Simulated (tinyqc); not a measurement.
Ferroelectric hysteresis, discrete Preisach model: two steps of the calculation.

25 bistable elements (j, k) switch to +1 when V reaches u_j and to -1 when V falls to -u_k, and keep their state between. P = Ps sum w_jk s_jk. All elements start at -1. No time dependence and no dielectric part.

Inputs (values chosen for the exercise):
```
symbol                      value     unit                              meaning
Ps                             38  uC/cm^2              saturation polarisation
Vc                              3        V                mean coercive voltage
sg                           0.71        V     spread of the switching voltages
up      [0.5, 1.5, 2.5, 3.5, 4.5]        V                      list of the u_j
cr                            0.8           correlation of up and down voltages
```

Question 1. Weights. w_jk is proportional to exp[-(a_j^2 + a_k^2 - 2 cr a_j a_k)/(2 (1 - cr^2))], a_j = (u_j - Vc)/sg, and the weights sum to one.

Find: w.

Answer 1.

w:
```
,d=-0.5,d=-1.5,d=-2.5,d=-3.5,d=-4.5
u=0.5,0.00052,0.00052,0.00000,0.00000,0.00000
u=1.5,0.00052,0.04257,0.01414,0.00002,0.00000
u=2.5,0.00000,0.01414,0.38577,0.04257,0.00002
u=3.5,0.00000,0.00002,0.04257,0.38577,0.01414
u=4.5,0.00000,0.00000,0.00002,0.01414,0.04257
```

Question 2. The voltage goes to -1 V. Rows with u_j <= V turn to +1; columns with V <= -u_k turn to -1; P = Ps sum w s.

states after step 1:
```
,d=-0.5,d=-1.5,d=-2.5,d=-3.5,d=-4.5
u=0.5,1,1,1,1,1
u=1.5,1,1,1,1,1
u=2.5,-1,-1,-1,-1,-1
u=3.5,-1,-1,-1,-1,-1
u=4.5,-1,-1,-1,-1,-1
```

w:
```
,d=-0.5,d=-1.5,d=-2.5,d=-3.5,d=-4.5
u=0.5,0.00051830,0.00051830,0.00000210,0.00000000,0.00000000
u=1.5,0.00051830,0.04256733,0.01414007,0.00001900,0.00000000
u=2.5,0.00000210,0.01414007,0.38576766,0.04256733,0.00001900
u=3.5,0.00000000,0.00001900,0.04256733,0.38576766,0.01414007
u=4.5,0.00000000,0.00000000,0.00001900,0.01414007,0.04256733
```

V = -1 V

Find: states after step 2; P after step 2.

Answer 2.

states after step 2:
```
,d=-0.5,d=-1.5,d=-2.5,d=-3.5,d=-4.5
u=0.5,-1,1,1,1,1
u=1.5,-1,1,1,1,1
u=2.5,-1,-1,-1,-1,-1
u=3.5,-1,-1,-1,-1,-1
u=4.5,-1,-1,-1,-1,-1
```

P after step 2 = -33.649 uC/cm^2

Program tinyqc, `OMP_NUM_THREADS=1 python tinyqc.py 2860047 2860048 out.jsonl`; Intel Xeon 2.30GHz, shared host, one thread, about 0.01 s.
